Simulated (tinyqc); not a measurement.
Worked calculation: geometry optimisation on the B3LYP (VWN-RPA form)/sto-6g surface (energies and gradients from PySCF), for H4, spin multiplicity 1. Computed by tinyqc, a small Python program that keeps every step (integrals from PySCF). Settings: charge = 0, multiplicity = 1, basis = sto-6g, functional = b3lyp, optimiser = bfgs, first Hessian = 0.6, largest step = 0.1, iteration cap = 30. Command: `OMP_NUM_THREADS=1 python tinyqc.py 27738 27739 out.jsonl` (the two numbers bound the seeds that draw the settings). One thread of a shared host (Intel(R) Xeon(R) Processor @ 2.60GHz), about 10 s of CPU time with the checks.

## Step 1: energy and gradient

positions at the start (bohr):
```
            x          y          z
1H  -0.032125   0.103935  -0.003779
2H   0.018897   0.039684   1.642172
3H   0.083148  -0.088817   3.896615
4H  -0.018897   0.005669   5.504772
```

Self-consistent energy and analytic gradient at these positions.

energy = -2.30832975 hartree

gradient (hartree/bohr):
```
              x            y            z
1H  -0.00263134   0.00313707  -0.07780916
2H   0.00308828  -0.00426115   0.10831423
3H   0.00477559  -0.00394143  -0.10031617
4H  -0.00523253   0.00506552   0.06981108
```

## Step 1: move

Quasi-Newton step p = -H^(-1) g (first H = 0.6 times the unit matrix); steps longer than 0.1 bohr are cut back (factor 0.331 here).

positions after step 1 (bohr):
```
            x          y         z
1H  -0.030674   0.102204  0.039145
2H   0.017194   0.042035  1.582419
3H   0.080513  -0.086643  3.951956
4H  -0.016011   0.002875  5.466260
```

## Step 2: energy and gradient

As before.

energy = -2.32428966 hartree

gradient (hartree/bohr):
```
              x            y            z
1H  -0.00194454   0.00228369  -0.05606953
2H   0.00235190  -0.00329043   0.08368771
3H   0.00338442  -0.00270681  -0.07570277
4H  -0.00379178   0.00371355   0.04808460
```

## Step 2: move

inverse Hessian in use (bohr^2/hartree), lower triangle:
```
            1          2          3          4          5          6          7          8
1    1.666760
2   -0.000093   1.666756
3    0.002000  -0.001850   1.703678
4   -0.000146   0.000152  -0.003426   1.666880
5    0.000225  -0.000238   0.005428  -0.000323   1.667150
6   -0.005734   0.006091  -0.138726   0.008230  -0.012332   1.981171
7   -0.000093   0.000078  -0.001391   0.000175  -0.000285   0.007289   1.666698
8    0.000032  -0.000010  -0.000189  -0.000092   0.000162  -0.004154   0.000056   1.666553
9    0.004366  -0.004515   0.100549  -0.006514   0.009892  -0.252398  -0.005037   0.002432
10   0.000146  -0.000138   0.002817  -0.000243   0.000383  -0.009786  -0.000114   0.000004
11  -0.000163   0.000160  -0.003389   0.000262  -0.000407   0.010395   0.000151  -0.000037
12  -0.000632   0.000274   0.001164   0.001710  -0.002988   0.076619  -0.000861   0.001911

            9         10        11        12
9    1.864415
10   0.007185   1.666878
11  -0.007809  -0.000249  1.666951
12  -0.045900  -0.000216  0.000803  1.634784
```

Quasi-Newton step p = -H^(-1) g (the inverse Hessian comes from BFGS updates; coordinates in the order x, y, z of each atom); steps longer than 0.1 bohr are cut back (factor 0.335 here).

positions after step 2 (bohr):
```
            x          y         z
1H  -0.029266   0.100602  0.077623
2H   0.015389   0.044624  1.516507
3H   0.078276  -0.084986  4.009046
4H  -0.013377   0.000231  5.436604
```

## Step 3: energy and gradient

As before.

energy = -2.33477501 hartree

gradient (hartree/bohr):
```
              x            y            z
1H  -0.00090434   0.00099039  -0.02311414
2H   0.00125817  -0.00186722   0.04741486
3H   0.00155838  -0.00107216  -0.04409810
4H  -0.00191222   0.00194899   0.01979737
```

## Step 3: move

inverse Hessian in use (bohr^2/hartree), lower triangle:
```
            1          2          3          4          5          6          7          8
1    1.666556
2    0.000167   1.666429
3   -0.004708   0.006545   1.488904
4    0.000052  -0.000108   0.003443   1.666708
5   -0.000020   0.000091  -0.003364  -0.000126   1.666939
6    0.000518  -0.002326   0.085930   0.003181  -0.006909   1.841720
7    0.000241  -0.000346   0.009566  -0.000152   0.000123  -0.003152   1.666150
8   -0.000284   0.000382  -0.010172   0.000239  -0.000266   0.006779   0.000571   1.666091
9   -0.000535   0.002190  -0.079983  -0.002799   0.006140  -0.155683   0.003190  -0.006432
10  -0.000182   0.000288  -0.008301   0.000059   0.000022  -0.000547   0.000428  -0.000525
11   0.000137  -0.000235   0.006991  -0.000005  -0.000097   0.002456  -0.000348   0.000460
12   0.004725  -0.006410   0.171816  -0.003825   0.004133  -0.105300  -0.009604   0.009826

            9        10         11        12
9    1.801494
10   0.000144  1.666362
11  -0.001898  0.000215   1.666539
12   0.100839  0.008703  -0.007549  1.499312
```

Quasi-Newton step p = -H^(-1) g (the inverse Hessian comes from BFGS updates; coordinates in the order x, y, z of each atom); steps longer than 0.1 bohr are cut back (factor 0.794 here).

positions after step 3 (bohr):
```
            x          y         z
1H  -0.028270   0.099679  0.096154
2H   0.013630   0.047444  1.444937
3H   0.076774  -0.084392  4.074942
4H  -0.011112  -0.002259  5.423747
```

## Convergence

Stop when the largest gradient component is below 3e-5 hartree/bohr. The inverse Hessian follows the BFGS update with s = step, y = change of gradient.

Course of the optimisation:
```
step  E (hartree)  largest gradient (hartree/bohr)
1     -2.30832975                         1.08e-01
2     -2.32428966                         8.37e-02
3     -2.33477501                         4.74e-02
4     -2.33849461                         1.67e-02
5     -2.33928831                         1.54e-02
6     -2.34103865                         1.37e-02
7     -2.34248559                         9.98e-03
8     -2.34366822                         8.61e-03
9     -2.34464192                         6.62e-03
10    -2.34543990                         5.44e-03
11    -2.34609448                         4.29e-03
12    -2.34663058                         3.45e-03
13    -2.34706925                         2.74e-03
14    -2.34742745                         2.18e-03
15    -2.34771964                         1.73e-03
16    -2.34795784                         1.37e-03
17    -2.34815152                         1.08e-03
18    -2.34830862                         8.55e-04
19    -2.34843617                         6.74e-04
20    -2.34853983                         5.30e-04
21    -2.34862369                         4.17e-04
22    -2.34869138                         3.46e-04
23    -2.34874641                         2.92e-04
24    -2.34879150                         2.47e-04
25    -2.34882820                         2.10e-04
26    -2.34885791                         1.81e-04
27    -2.34888237                         1.57e-04
28    -2.34890311                         1.38e-04
29    -2.34892081                         1.23e-04
30    -2.34893561                         1.11e-04
```

Distances after the last move, whose energy is not in the table (angstrom):
```
pair   distance
2H-1H  0.726425
3H-1H  3.510924
3H-2H  2.784726
4H-1H  4.222447
4H-2H  3.496372
4H-3H  0.726460
```

Not converged within 30 steps: the energy falls at every step, but slowly. Reruns: method bfgs, first Hessian 0.6, largest step 0.3: not converged.
